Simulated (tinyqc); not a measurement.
What each parameter does: dielectric confinement in a thin film (image charges).

A film |z| < t/2 of dielectric constant eps between half-spaces of dielectric constant e2; lam = (eps - e2)/(eps + e2), q = e^2/(4 pi eps0). The self-energy of a band edge is taken with the high-frequency value, e2 = eh, and the field of a fixed ion with the static one, e2 = eo. A charge at z has images lam^|n| at n t + (-1)^n z. Its self-energy is S(z) = (q/2 eps) sum over n >= 1 of lam^n [1/(n t - 2z) + 1/(n t + 2z)] for odd n and 2 lam^n/(n t) for even n; at the centre S(0) = -(q/(eps t)) ln(1 - lam).

Donor at the centre, lam from the static eo, trial function cos(pi z/t) exp(-rho/l): E(l) = c/(m l^2) - (q/eps) times the integral over k of F(k t) (1 + (k l/2)^2)^(-3/2), with F(x) = F0 + 2 lam exp(-x) G/(1 - lam exp(-x)), F0 = 2[(1 - exp(-x/2))/x + x (1 + exp(-x/2))/(x^2 + 4 pi^2)], G = 2 sinh(x/2)[1/x - x/(x^2 + 4 pi^2)]; c = hbar^2/2m0. The binding energy is -E at the minimum, counted from the subband edge with its self-energy.

Constants: e^2/(4 pi eps0) = 14.39964547 eV angstrom; hbar^2/2m0 = 3.80998211 eV angstrom^2; Ry = 13.60569312 eV.

Values chosen for the exercise (near those of a Si (100) film, two-fold valleys, between layers of SiO2; the results hold for these values, not for the real material): t = 44 angstrom (film thickness); eps = 12 (dielectric constant of the film); eh = 2.2 (high-frequency dielectric constant outside); eo = 4 (static dielectric constant outside); m = 0.184 m0 (mass in the plane).

<S> is the mean over (2/t) cos^2(pi z/t).

One parameter was then changed.

Results before and after:

| case | lam from eh | <S> (meV) | binding (meV) | l (angstrom) |
|---|---|---|---|---|
| base | 0.690 | 36.1 | 70.3 | 27.2 |
| changed | 0.690 | 36.1 | 75.5 | 24.2 |

Which of these changes was made? (a) m = 0.221 m0; (b) t = 54 angstrom; (c) eh = 2.9; (d) eps = 10.8; (e) eo = 5.6.

Answer: (a) m = 0.221 m0. Of the candidates, run in turn, only this one gives the changed row.

All candidates:

| case | lam from eh | <S> (meV) | binding (meV) | l (angstrom) |
|---|---|---|---|---|
| base | 0.690 | 36.1 | 70.3 | 27.2 |
| t = 54 angstrom | 0.690 | 29.4 | 62.1 | 29.3 |
| eps = 10.8 | 0.662 | 37.3 | 77.1 | 25.6 |
| eo = 5.6 | 0.690 | 36.1 | 58.4 | 27.8 |
| eh = 2.9 | 0.611 | 29.4 | 70.3 | 27.2 |
| m = 0.221 m0 | 0.690 | 36.1 | 75.5 | 24.2 |

Computed by tinyqc, a small Python program: `OMP_NUM_THREADS=1 python tinyqc.py 1251222 1251223 out.jsonl` (the numbers bound the seed that draws the inputs); one thread of a shared host (Intel(R) Xeon(R) Processor @ 2.30GHz), about 0.03 s for the whole set of steps.
